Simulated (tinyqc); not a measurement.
Ionisation constants from two fields.

Problem. alpha_n = an exp(-bn/E). Find bn and an.

alpha_n at 1810 and 3690 kV/cm (1/cm): [2.7379348, 25730.104]

Answer. ln alpha is a straight line in 1/E with slope -bn and intercept ln an.

bn = 3.25e7 V/cm
an = 1.72e8 1/cm

Computed by the program tinyqc: `OMP_NUM_THREADS=1 python tinyqc.py 2120065 2120066 out.jsonl`, one thread of a shared Intel Xeon 2.30GHz, about 0.06 s for the whole run.
